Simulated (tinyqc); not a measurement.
Extrapolating accelerated tests: lateral field, substrate current, probability of reaching the oxide barrier and hot-carrier lifetime of a silicon transistor (pseudo-two-dimensional and lucky-electron models). Computed by tinyqc, a small Python program. Command: `OMP_NUM_THREADS=1 python tinyqc.py 3003446 3003447 out.jsonl hotcar walk`. One thread of a shared host (Intel(R) Xeon(R) Processor @ 2.30GHz), about 0.01 s of CPU time with the checks.

Local-field models: a lucky carrier gains its energy at the peak field over a path free of collisions. Voltages are magnitudes.

Inputs (values chosen for the exercise, modelled on a silicon n-channel):
```
quantity                             value                      unit
channel length L                       590                        nm
oxide thickness t                       17                        nm
junction depth x_j                     160                        nm
mobility mu                            330                cm^2/(V s)
saturation velocity v_s               0.87                  1e7 cm/s
threshold voltage V_T                 0.47                         V
gate voltage V_G                       1.3                         V
drain voltage V_D                      3.6                         V
ionisation prefactor A_i           2.1e+06                      1/cm
ionisation field B_i                  1.76                     MV/cm
hot-carrier mean free path lambda        8                        nm
oxide barrier phi_b                    3.1                        eV
interface-trap threshold phi_it        3.8                        eV
lifetime constant H                    300  s microampere/micrometre
```

Drain: abrupt.

Constants: eps_0 = 8.8541878128e-12 F/m.

Method:
- C_ox = 3.9 eps_0/t; F_sat = 2 v_s/mu; V_Dsat = V_ov F_sat L/(V_ov + F_sat L), V_ov = V_G - V_T; I_D/W = C_ox v_s (V_ov - V_Dsat).
- Scale length l = 0.22 t^(1/3) x_j^(1/2) (all in cm); F_m = sqrt(((V_D - V_Dsat)/l_e)^2 + F_sat^2), with l_e = l; length of the velocity-saturated region l_e ln((V_D - V_Dsat)/(l_e F_sat) + F_m/F_sat).
- Substrate current I_sub/I_D = (A_i/B_i)(V_D - V_Dsat) exp(-B_i/F_m); probability of reaching the oxide barrier exp(-phi_b/(e lambda F_m)); lifetime tau = (H/(I_D/W)) exp(phi_it/(e lambda F_m)).
- V_10 solves tau = 3.156e8 s at the given V_G. The extrapolation fits ln(tau) against 1/V_D at 1, 1.08, 1.16 and 1.25 times the given V_D (rounded to 3 digits) by least squares and reads off the same tau.

V_Dsat = 0.655193 V

Stress points:
```
V_D (V)  1/V_D (1/V)     tau (s)
3.60         0.27778  1.6514e+08
3.89         0.25707  3.8813e+07
4.18         0.23923  1.1468e+07
4.50         0.22222  3.6714e+06
```

ten-year drain voltage V_10 = 3.4858 V

V_10 from the 1/V_D extrapolation = 3.4792 V

The extrapolation is 7 mV below the true value: ln(tau) is nearly linear in 1/(V_D - V_Dsat), not in 1/V_D, so the straight line errs on the safe side when one extrapolates down. At V_10 the available energy e V_D is below phi_it, so the model understates the lifetime there.

Extremes, crossings and ranges named in words are read from the listed rows.
